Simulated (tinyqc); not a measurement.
# Tersoff bond-order potential, step by step

A worked calculation. Computed by tinyqc, a small Python program that keeps every step. Command: `OMP_NUM_THREADS=1 python tinyqc.py 3000514 3000515 out.jsonl tersoff walk`. One thread of a shared host (Intel(R) Xeon(R) Processor @ 2.30GHz), about 0.01 s of CPU time with the checks. Intermediate numbers are printed to about 7 digits and carried at full precision; extremes and crossings named in words are read from the listed rows.

E = (1/2) sum_(i, j != i) [A exp(-lambda r_ij) - b_ij B exp(-mu r_ij)], b_ij = (1 + (beta zeta_ij)^n)^(-1/(2n)), zeta_ij = sum_(k != i, j) g(theta_ijk), g = 1 + c^2/d^2 - c^2/(d^2 + (h - cos theta)^2), with theta at atom i. Only nearest neighbours count (cut-off function 1 for them, 0 beyond).

Inputs (values chosen for the exercise, modelled on carbon): A = 1412.1 eV; B = 349.09 eV; lambda = 3.4879 1/angstrom; mu = 2.2119 1/angstrom; beta = 1.64e-07; n = 0.7253; c = 39090; d = 4.338; h = -0.5578; bond length r_12 = 1.59 angstrom; bond length r_13 = 1.49 angstrom; angle theta at atom 1 = 115 degrees.

Constants: 1 eV/angstrom^3 = 160.2176634 GPa.

## An open trimer

Atom 1 binds atoms 2 and 3, which do not interact. b_12 = b_13 follow from zeta = g(theta); b_21 = b_31 = 1. E = sum over the two bonds of A exp(-lambda r) - (b + 1)/2 B exp(-mu r).

g(theta) = 78775.87

bond order b_12 = 0.9716085

repulsive terms (eV): [5.512798, 7.813572]

attractive terms B exp(-mu r) (eV): [10.36473, 12.93063]

energy of the trimer = -9.638293 eV

g is least (g = 1) at cos theta = h, 123.9 degrees, wider than the tetrahedral 109.47.

## The diamond lattice

zeta = 3 g(cos theta = -1/3). With z equal bonds of order b, r = ln(lambda A/(mu b B))/(lambda - mu) and E per atom = -(z/2) b B exp(-mu r)(1 - mu/lambda). a0 = 4 r/sqrt3; B0 = phi''(r)/(3 a0) with phi'' = mu (lambda - mu) b B exp(-mu r), since b does not change under uniform scaling.

zeta = 650487.4

bond order b = 0.8832749

bond length = 1.549428 angstrom

energy per atom of the diamond lattice = -7.327310 eV

lattice constant a0 = 3.578251 angstrom

bulk modulus B0 = 421.8543 GPa

## Elastic constants of the diamond lattice

Second derivatives of the energy per atom, volume V = a0^3/8: e_xx gives C11; e_xx = -e_yy gives 2 (C11 - C12); e_xy = e_yx = s/2 with a sublattice shift u_z gives C44 = (E_ss - E_su^2/E_uu)/V and Kleinman's parameter |E_su/E_uu|/(a0/4).

C11 = 1136.112 GPa

C12 = 64.72517 GPa

C44 = 663.0717 GPa

Kleinman's parameter = 0.1739616

## Unrelaxed vacancy

Each of the four neighbours loses one bond; its three other bonds now have zeta = 2 g, for the direction that starts at it. E_v = -E + 12 x (1/2)(b(3g) - b(2g)) B exp(-mu r), where -E is the pair-like cost.

b(2g) = 0.9097791

unrelaxed vacancy energy E_v = 5.524302 eV

Stronger back bonds return 1.803 eV, so E_v is 75 % of the cohesive energy.

## Energy against coordination

Angles seen from one bond (cos theta: count): chain -1: 1; graphitic -1/2: 2; diamond -1/3: 3; square net 0: 2, -1: 1; simple cubic 0: 4, -1: 1; bcc 1/3: 3, -1/3: 3, -1: 1; fcc 1/2: 4, 0: 2, -1/2: 4, -1: 1.

Relaxed structures:
```
structure      z          zeta         b  r (angstrom)  E per atom (eV)  E per bond (eV)
dimer          1             0  1.000000      1.452156        -2.571755        -5.143509
chain          2  8.350677e+05  0.863883      1.566826        -3.447949        -3.447949
graphitic      3  2.882782e+04  0.986055      1.463162        -7.424725        -4.949817
diamond        4  6.504874e+05  0.883275      1.549428        -7.327310        -3.663655
square net     4  3.476494e+06  0.703575      1.727690        -3.934751        -1.967375
simple cubic   6  6.117921e+06  0.619608      1.827289        -4.170034        -1.390011
bcc            8  1.134901e+07  0.521788      1.961948        -3.476155        -0.869039
fcc           12  2.176285e+07  0.420282      2.131490        -2.886502        -0.481084
```

The lowest are graphitic, diamond and simple cubic, the first two 0.097 eV apart. The bond order falls from 1 to 0.420 and the bond weakens from -5.14 to -0.48 eV, as b^(lambda/(lambda - mu)) with exponent 2.73. With the same z = 4 the square net lies 3.39 eV above diamond, from its angles alone. Caution: in bcc and other dense structures second neighbours can fall inside the usual cut-off; they are left out here.

Checks made by the program: (C11 + 2 C12)/3 against B0 (relative difference 7e-09).
